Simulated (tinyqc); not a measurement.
## Lifetime from the low-frequency admittance

Problem. At low frequency a p+-n diode with a base of width wb has C_diff/G = (tau/2)(1 - 2 x/sinh 2x), x = wb/sqrt(Dp tau). Find tau, x and the limit of C_diff/G for infinite lifetime, wb^2/(3 Dp).

Inputs (values chosen for the exercise): hole diffusion coefficient Dp = 5 cm^2/s; width of the neutral base wb = 76 um.

G = 0.57782782 S/cm^2
C_diff = 0.89288192 uF/cm^2

Answer. The ratio rises steadily with tau from tau/2 (long base) towards wb^2/(3 Dp) (short base), so one lifetime matches as long as the ratio is below that limit.

tau = 4.000e-6 s
x = 1.699
limit of C_diff/G = 3.851e-6 s

Numbers from tinyqc (`OMP_NUM_THREADS=1 python tinyqc.py 2890117 2890118 out.jsonl`; about 0.01 s on one thread of a shared Intel Xeon 2.30GHz).
